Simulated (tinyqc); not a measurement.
What each value does: bond-orbital model of a tetrahedral semiconductor (Harrison's universal couplings).

Hybrid level eh = (es + 3 ep)/4; metallic energy V1 = (ep - es)/4 for each atom; covalent energy V2 = 3.22 hbar^2/(m d^2); polar energy V3 = (ehc - eha)/2; hbar^2/m = 2c, c = hbar^2/2m0. Polarity ap = V3/sqrt(V2^2 + V3^2), covalency ac = V2/sqrt(V2^2 + V3^2). p-p coupling at Gamma Exx = (4/3)(2.22 - 2 x 0.63) hbar^2/(m d^2) = 1.28 hbar^2/(m d^2), s-s coupling Ess = 4 x 1.32 hbar^2/(m d^2).

Constants: hbar^2/2m0 = 3.80998211 eV angstrom^2.

Parameters, chosen for this exercise (near tabulated values for SiC; the model gives trends, and its gaps can be far from the real ones; the results hold for these values, not for the real material):
- esc = -14.78 eV (s level, cation)
- epc = -7.63 eV (p level, cation)
- esa = -19.11 eV (s level, anion)
- epa = -11.21 eV (p level, anion)
- d = 1.89 angstrom (bond length)

The bond-antibond splitting is 2 sqrt(V2^2 + V3^2). E0 is the upper root of [[esa, 5.28 u], [5.28 u, esc]] less the lower root of [[epa, 1.28 u], [1.28 u, epc]], u = hbar^2/(m d^2).

One parameter was then changed.

Results before and after:
```
case         ap  bond-antibond splitting (eV)  Ev (eV)  E0 (eV)
base     0.2645                        14.245  -12.685    7.209
changed  0.2887                        14.349  -12.578    7.103
```

Which of these changes was made? (a) esc = -14.28 eV; (b) epa = -10.71 eV; (c) esa = -18.61 eV; (d) d = 1.94 angstrom; (e) epc = -7.13 eV.

Answer: (e) epc = -7.13 eV. Of the candidates, run in turn, only this one gives the changed row.

All candidates:
```
case                   ap  bond-antibond splitting (eV)  Ev (eV)  E0 (eV)
base               0.2645                        14.245  -12.685    7.209
esc = -14.28 eV    0.2726                        14.279  -12.685    7.509
epc = -7.13 eV     0.2887                        14.349  -12.578    7.103
esa = -18.61 eV    0.2563                        14.212  -12.685    7.415
epa = -10.71 eV    0.2397                        14.150  -12.305    6.829
d = 1.94 angstrom  0.2776                        13.572  -12.570    6.532
```

Run: tinyqc, `OMP_NUM_THREADS=1 python tinyqc.py 1481984 1481985 out.jsonl`; Intel(R) Xeon(R) Processor @ 2.30GHz, one thread, shared host; about 0.01 s of CPU time with all checks.
